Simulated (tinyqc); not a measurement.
Changing the shear modulus G: estimate of lattice thermal conductivity from elastic moduli (Slack, Klemens and Cahill formulas). Computed by tinyqc, a small Python program. Command: `OMP_NUM_THREADS=1 python tinyqc.py 3028449 3028450 out.jsonl slack sweep`. One thread of a shared host (Intel(R) Xeon(R) Processor @ 2.30GHz), about 0.01 s of CPU time with the checks.

An isotropic solid.

Inputs (values chosen for the exercise, for a model crystal):
```
quantity                     value        unit
bulk modulus B                 136         GPa
volume per atom V               36  angstrom^3
mean atomic mass M             136           u
atoms per primitive cell n       4           -
temperature T                  400           K
disorder parameter Gamma    0.0046           -
grain size d                  5500          nm
```

Grueneisen parameter: from the Poisson ratio.

Constants: u = 1.6605390666e-27 kg; hbar = 1.054571817e-34 J s; k_B = 1.380649e-23 J/K; h = 6.62607015e-34 J s.

Method:
- rho = M/V; vL = sqrt((B + 4G/3)/rho), vT = sqrt(G/rho); v_m = [(vL^-3 + 2 vT^-3)/3]^(-1/3); Poisson ratio sigma = (3B - 2G)/(6B + 2G); Theta = hbar v_m (6 pi^2/V)^(1/3)/k_B.
- Empirical rule gamma = (3/2) (1 + sigma)/(2 - 3 sigma).
- Slack, an estimate for T near or above Theta_a: kappa = A M Theta_a^3 delta n^(1/3)/(gamma^2 T) in W/(m K), with M in u, delta = V^(1/3) in angstrom, Theta_a = Theta n^(-1/3) and A = 2.43e-6/(1 - 0.514/gamma + 0.228/gamma^2).
- High-temperature forms with the classical heat capacity. Klemens: kappa/kappa_0 = arctan(u)/u, u^2 = pi^2 Theta V Gamma kappa_0/(h v_m^2). Grains: 1/kappa_poly = 1/kappa + 1/(C v_m d/3), C = 3 k_B/(n V), the acoustic branches alone.
- Cahill minimum: kappa_min = (pi/6)^(1/3) k_B V^(-2/3) sum over L, T, T of v (T/Theta_i)^2 int_0^(Theta_i/T) x^3 e^x/(e^x - 1)^2 dx, Theta_i = Theta v_i/v_m (64 Gauss-Legendre points).
- Its high-temperature limit is (1/2) (pi/6)^(1/3) k_B V^(-2/3) (vL + 2 vT).

One run for each value; columns: (1) shear modulus G (GPa); (2) Poisson ratio sigma; (3) Debye temperature Theta (K); (4) kappa of the perfect crystal (W/(m K)); (5) Grueneisen parameter gamma; (6) kappa_min (W/(m K)):
```
(1)       (2)    (3)    (4)    (5)     (6)
20.4   0.4286  184.8    0.9  3.000  0.4294
40.8   0.3636  259.0    4.6  2.250  0.5207
61.2   0.3043  314.7   13.3  1.800  0.5920
81.6   0.2500  361.0   29.8  1.500  0.6523
102.0  0.2000  401.4   57.4  1.286  0.7051
122.0  0.1547  436.9   98.1  1.128  0.7515
143.0  0.1107  471.1  158.9  0.999  0.7957
163.0  0.0718  501.2  236.4  0.901  0.8342
```

Over the rows, Poisson ratio sigma falls from 0.429 to 0.0718 (exponent d ln y / d ln x -0.24 between the first rows and -3.3 between the last); Debye temperature Theta (K) rises from 185 to 501 (exponent d ln y / d ln x about 0.48 throughout); kappa of the perfect crystal (W/(m K)) rises from 0.889 to 236 (exponent d ln y / d ln x 2.4 between the first rows and 3.0 between the last). The two transverse branches rule v_m, so Theta follows sqrt(G) closely and the Slack value about G^(3/2); a stiffer shear response also lowers the Poisson ratio and with it gamma, which adds to the rise.

Extremes, crossings and ranges named in words are read from the listed rows.
